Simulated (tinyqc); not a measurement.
Plane-wave Kohn-Sham cycle with exchange-only LDA in a layered model solid, step by step. One step of it, computed by the program tinyqc.

Task: Iteration 1: Hamiltonian at one k. H(m,m') = (k + G_m)^2/2 delta + V(G_m - G_m'), with V(-G) = V(G).

A solid whose potential varies along x alone (atomic units):

| parameter | value |
|---|---|
| period a | 5.900000 |
| cross-section of the cell | 30.000000 |
| electrons per cell | 2 |
| grid points | 16 |
| plane waves -n..n, n | 3 |
| k points | 4 |
| V1 in V1 cos(2 pi x/a) | -0.360000 |

V(G_m), m = 0, 1, 2, ... (hartree): -0.220975  -0.180000  0.000000  0.000000  0.000000  0.000000  0.000000

k = 0.125000 2 pi / a

Give: H.

Result:

H (hartree):
```
         -3       -2       -1       +0       +1       +2       +3
-3   4.4661  -0.1800   0.0000   0.0000   0.0000   0.0000   0.0000
-2  -0.1800   1.7726  -0.1800   0.0000   0.0000   0.0000   0.0000
-1   0.0000  -0.1800   0.2132  -0.1800   0.0000   0.0000   0.0000
+0   0.0000   0.0000  -0.1800  -0.2121  -0.1800   0.0000   0.0000
+1   0.0000   0.0000   0.0000  -0.1800   0.4967  -0.1800   0.0000
+2   0.0000   0.0000   0.0000   0.0000  -0.1800   2.3396  -0.1800
+3   0.0000   0.0000   0.0000   0.0000   0.0000  -0.1800   5.3167
```
